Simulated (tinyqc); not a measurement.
Minority-electron transport through the base of a bipolar transistor (Moll-Ross and Kroemer integrals): one step, computed by the program tinyqc.

Low injection, one dimension, x from the emitter edge (0) to the collector edge (W), s = x/W. Recombination is treated as a small correction (valid for tau_B well below tau_n), computed from the stored charge.

Task: Profile and built-in field. N(x) = N_0 (ratio)^(-s); n_i(x) = n_i; D(x) = (k_B T/e) mu, mu = mu_min + (mu_max - mu_min)/(1 + (N/N_ref)^0.7). Field that drives electrons towards the collector, averaged over the base: (k_B T/e) ln[N_0 n_i(W)^2/(N(W) n_i^2)]/W.

Inputs (values chosen for the exercise, modelled on SiGe): base doping at the emitter edge N_0 = 1.4e+18 1/cm^3; base width W = 15 nm; mu_min = 180 cm^2/(V s); mu_max = 1150 cm^2/(V s); N_ref = 2.9e+17 1/cm^3; temperature T = 300 K; doping ratio N_0/N(W) = 4.1.

Base doping profile: exponential. Gap grading: none. Exit of the base: infinite sink.

Constants: k_B = 8.617333262e-05 eV/K.

Give: Across the base; drift factor eta (potential drop in k_B T/e); mean built-in field.

Result:

Across the base:
```
s    N (1/cm^3)  n_i(x)^2/n_i^2  D (cm^2/s)  y (s/cm^5)
0.0   1.400e+18               1       10.91   1.284e+17
0.2   1.056e+18               1       11.88   8.888e+16
0.4   7.962e+17               1       12.94   6.155e+16
0.6   6.004e+17               1       14.07   4.269e+16
0.8   4.528e+17               1       15.25   2.969e+16
1.0   3.415e+17               1       16.48   2.073e+16
```

drift factor eta (potential drop in k_B T/e) = 1.411

mean built-in field = 24.32 kV/cm
